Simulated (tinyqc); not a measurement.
FCI on RHF in the 6-31g basis, for H2, spin multiplicity 1, step by step. Computed by tinyqc, a small Python program that keeps every step (integrals from PySCF). Settings: charge = 0, multiplicity = 1, basis = 6-31g, method = RHF, energy threshold = 1e-10, iteration cap = 85, orthogonalisation = symmetric, start = atomic densities, DIIS depth = 6, ci = FCI. Command: `OMP_NUM_THREADS=1 python tinyqc.py 24045 24046 out.jsonl` (the two numbers bound the seeds that draw the settings). One thread of a shared host (Intel(R) Xeon(R) Processor @ 2.60GHz), about 0.07 s of CPU time with the checks. The early iterations of the SCF are left out here.

## One-electron integrals

Geometry (angstrom):
```
atom        x        y        z
H     0.00000  0.00000  0.00000
H     0.00000  0.00000  0.98900
```

Basis 6-31g: exponents (1/bohr^2) and contraction coefficients of normalised primitives:
```
element  l (shell)  exponent  coefficient
H            s (1)  18.73114      0.03349
H            s (1)   2.82539      0.23473
H            s (1)   0.64012      0.81376
H            s (2)   0.16128      1.00000
```

Overlap, kinetic and nuclear-attraction integrals over the contracted functions; the nuclear repulsion is the sum of Za Zb / Rab.

nuclear repulsion = 0.5350629 hartree

overlap S, lower triangle:
```
         1H 1s    1H 2s    2H 1s    2H 2s
1H 1s  1.00000
1H 2s  0.65829  1.00000
2H 1s  0.26044  0.41597  1.00000
2H 2s  0.41597  0.75453  0.65829  1.00000
```

kinetic energy T (hartree), lower triangle:
```
         1H 1s    1H 2s    2H 1s    2H 2s
1H 1s  1.39568
1H 2s  0.25974  0.24192
2H 1s  0.03372  0.11361  1.39568
2H 2s  0.11361  0.14826  0.25974  0.24192
```

nuclear attraction V (hartree), lower triangle:
```
          1H 1s     1H 2s     2H 1s     2H 2s
1H 1s  -2.18731
1H 2s  -1.08892  -1.10458
2H 1s  -0.51450  -0.71025  -2.18731
2H 2s  -0.71025  -0.88346  -1.08892  -1.10458
```

core Hamiltonian H = T + V (hartree), lower triangle:
```
          1H 1s     1H 2s     2H 1s     2H 2s
1H 1s  -0.79163
1H 2s  -0.82918  -0.86266
2H 1s  -0.48078  -0.59665  -0.79163
2H 2s  -0.59665  -0.73521  -0.82918  -0.86266
```

## Two-electron integrals

Functions are numbered as in S; the eight-fold symmetry (ij|kl) = (ji|kl) = (kl|ij) leaves the list below.

Two-electron integrals (ij|kl) in chemists' order, unique and non-zero (hartree):
```
(11|11) 1.07657   (21|11) 0.57847   (21|21) 0.32942   (22|11) 0.58740
(22|21) 0.36130   (22|22) 0.45315   (31|11) 0.21213   (31|21) 0.12352
(31|22) 0.13955   (31|31) 0.06329   (32|11) 0.24376   (32|21) 0.15160
(32|22) 0.19207   (32|31) 0.08431   (32|32) 0.13043   (33|11) 0.52467
(33|21) 0.33546   (33|22) 0.44445   (33|31) 0.21213   (33|32) 0.35602
(33|33) 1.07657   (41|11) 0.35602   (41|21) 0.20398   (41|22) 0.22588
(41|31) 0.08431   (41|32) 0.10646   (41|33) 0.24376   (41|41) 0.13043
(42|11) 0.41049   (42|21) 0.25487   (42|22) 0.32652   (42|31) 0.11322
(42|32) 0.16724   (42|33) 0.41049   (42|41) 0.16724   (42|42) 0.25798
(43|11) 0.33546   (43|21) 0.21301   (43|22) 0.28208   (43|31) 0.12352
(43|32) 0.20398   (43|33) 0.57847   (43|41) 0.15160   (43|42) 0.25487
(43|43) 0.32942   (44|11) 0.44445   (44|21) 0.28208   (44|22) 0.38070
(44|31) 0.13955   (44|32) 0.22588   (44|33) 0.58740   (44|41) 0.19207
(44|42) 0.32652   (44|43) 0.36130   (44|44) 0.45315
```

## Orthogonalisation

S = U s U^T; symmetric (Loewdin) form X = U s^(-1/2) U^T, so that X^T S X = 1.

eigenvalues of S: 0.14646  0.40519  0.83857  2.60978

X, lower triangle:
```
          1H 1s     1H 2s     2H 1s    2H 2s
1H 1s   1.25564
1H 2s  -0.49820   1.69185
2H 1s  -0.05397   0.03433   1.25564
2H 2s   0.03433  -0.70353  -0.49820  1.69185
```

## Iteration 5 (converged): orbitals

converged F (hartree), lower triangle:
```
          1H 1s     1H 2s     2H 1s     2H 2s
1H 1s   0.08257
1H 2s  -0.43317  -0.31457
2H 1s  -0.42274  -0.42383   0.08257
2H 2s  -0.42383  -0.36325  -0.43317  -0.31457
```

Diagonalise F' = X^T F X, C = X C', fill 1 alpha and 1 beta electrons from the bottom; D = 2 C_occ C_occ^T. Each column has its largest component positive (the first on a tie).

F' = X^T F X (hartree), lower triangle:
```
          1         2         3        4
1   0.60591
2  -0.57414   0.24846
3  -0.28756  -0.12769   0.60591
4  -0.12769  -0.19794  -0.57414  0.24846
```

orbital energies (hartree): MO1 -0.53006, MO2 0.17066, MO3 0.89893, MO4 1.16922

coefficients C:
```
           MO1       MO2       MO3       MO4
1H 1s  0.28887   0.16625   0.86380  -0.98574
1H 2s  0.32941   1.24320  -0.69819   1.21044
2H 1s  0.28887  -0.16625   0.86380   0.98574
2H 2s  0.32941  -1.24320  -0.69819  -1.21044
```

D after iteration 5, lower triangle:
```
         1H 1s    1H 2s    2H 1s    2H 2s
1H 1s  0.16689
1H 2s  0.19031  0.21702
2H 1s  0.16689  0.19031  0.16689
2H 2s  0.19031  0.21702  0.19031  0.21702
```

## Convergence

Stop when the energy changes by less than 1e-10 hartree and every element of the error matrix X^T (F D S - S D F) X is below 3e-06.

Course of the cycle:
```
iteration  E (hartree)     change  largest element of the error matrix
1           -0.7555305          -                             9.03e-02
2           -1.0965242  -3.41e-01                             1.31e-02
3           -1.0967987  -2.74e-04                             2.51e-03
4           -1.0968091  -1.04e-05                             5.07e-07
5           -1.0968091  -3.62e-13                             1.96e-07
```

PySCF RHF in the same basis = -1.0968091 hartree

Converged in 5 iterations.

## Integrals over molecular orbitals

(pq|rs) = sum C_ip C_jq C_kr C_ls (ij|kl), one index at a time.

one-electron integrals over orbitals h = C^T H C (hartree), lower triangle:
```
          1         2         3        4
1  -1.10181
2   0.00000  -0.60339
3  -0.13629   0.00000  -0.01698
4   0.00000   0.19465   0.00000  0.13226
```

Two-electron integrals over orbitals (pq|rs), unique and non-zero (hartree):
```
(11|11) 0.57175    (21|21) 0.10563    (22|11) 0.43984    (22|22) 0.39966
(31|11) 0.13629    (31|22) 0.06684    (31|31) 0.09519    (32|21) 0.00727
(32|32) 0.03657    (33|11) 0.50555    (33|22) 0.40026    (33|31) 0.11856
(33|33) 0.47159    (41|21) -0.08071   (41|32) -0.04688   (41|41) 0.11214
(42|11) -0.13768   (42|22) -0.07091   (42|31) -0.08059   (42|33) -0.11690
(42|42) 0.08124    (43|21) -0.11697   (43|32) -0.03414   (43|41) 0.12534
(43|43) 0.16956    (44|11) 0.57455    (44|22) 0.44774    (44|31) 0.17239
(44|33) 0.53247    (44|42) -0.16311   (44|44) 0.63705
```

## FCI: determinants and Hamiltonian

Hartree-Fock energy = -1.0968091 hartree

Slater-Condon rules over spin orbitals, with the nuclear repulsion added and E(HF) subtracted on the diagonal.

Occupation strings over the orbitals (2 doubly, a alpha, b beta, 0 empty; spin orbitals ordered 1a 1b 2a 2b ...): 2000 ab00 a0b0 a00b ba00 b0a0 b00a 0200 0ab0 0a0b 0ba0 0020 00ab 0b0a 00ba 0002

H - E(HF) between determinants (hartree), lower triangle:
```
          2000      ab00      a0b0      a00b      ba00      b0a0      b00a      0200
2000   0.00000
ab00   0.00000   0.36651
a0b0   0.00000   0.00000   1.01863
a00b   0.00000   0.05697   0.00000   1.23687
ba00   0.00000  -0.10563   0.00000   0.08071   0.36651
b0a0   0.00000   0.00000  -0.09519   0.00000   0.00000   1.01863
b00a   0.00000   0.08071   0.00000  -0.11214   0.05697   0.00000   1.23687
0200   0.10563   0.00000   0.00727   0.00000   0.00000  -0.00727   0.00000   0.82475
0ab0   0.00000   0.00727   0.00000  -0.11697   0.06945   0.00000   0.08059   0.00000
0a0b  -0.08071   0.00000  -0.11697   0.00000   0.00000   0.04688   0.00000   0.12374
0ba0   0.00000   0.06945   0.00000   0.08059   0.00727   0.00000  -0.11697   0.00000
0020   0.09519   0.00000  -0.01773   0.00000   0.00000   0.01773   0.00000   0.03657
00ab   0.00000  -0.08059   0.00000   0.03610   0.04688   0.00000  -0.12534   0.00000
0b0a   0.08071   0.00000   0.04688   0.00000   0.00000  -0.11697   0.00000  -0.12374
00ba   0.00000   0.04688   0.00000  -0.12534  -0.08059   0.00000   0.03610   0.00000
0002   0.11214   0.00000   0.12534   0.00000   0.00000  -0.12534   0.00000   0.08124

          0ab0      0a0b      0ba0     0020      00ab      0b0a     00ba     0002
0ab0   1.41176
0a0b   0.00000   1.60849
0ba0  -0.03657   0.00000   1.41176
0020   0.00000  -0.03414   0.00000  2.06949
00ab  -0.03414   0.00000  -0.07775  0.00000   2.27962
0b0a   0.00000  -0.08124   0.00000  0.03414   0.00000   1.60849
00ba  -0.07775   0.00000  -0.03414  0.00000  -0.16956   0.00000  2.27962
0002   0.00000   0.03154   0.00000  0.16956   0.00000  -0.03154  0.00000  2.53345
```

## FCI: roots

Diagonalise (each vector has its largest component positive (the first on a tie)); all determinants have Ms = 0, so triplets appear too. The lowest singlet root is the correlation energy.

lowest roots of this matrix, relative to E(HF) (hartree): -0.03161  0.23359  0.45962  0.79984  0.91541  1.05283  1.13207  1.17842

lowest vectors:
```
        root 1    root 2    root 3    root 4
2000   0.98619   0.00000   0.00000   0.14468
ab00   0.00000   0.69682   0.70396   0.00000
a0b0   0.01270   0.00000   0.00000  -0.08263
a00b   0.00000  -0.10926   0.02148   0.00000
ba00   0.00000   0.69682  -0.70396   0.00000
b0a0  -0.01270   0.00000   0.00000   0.08263
b00a   0.00000  -0.10926  -0.02148   0.00000
0200  -0.13304   0.00000   0.00000   0.96188
0ab0   0.00000  -0.04989   0.04670   0.00000
0a0b   0.05699   0.00000   0.00000  -0.13634
0ba0   0.00000  -0.04989  -0.04670   0.00000
0020  -0.03714   0.00000   0.00000  -0.04375
00ab   0.00000   0.00435   0.04234   0.00000
0b0a  -0.05699   0.00000   0.00000   0.13634
00ba   0.00000   0.00435  -0.04234   0.00000
0002  -0.03909   0.00000   0.00000  -0.03325
```

<S^2> of these roots: 0.00000  2.00000  0.00000  0.00000  2.00000  0.00000  2.00000  0.00000

weight of the ground state by excitation level 0, 1, 2, ...: 0.97257  0.00032  0.02710
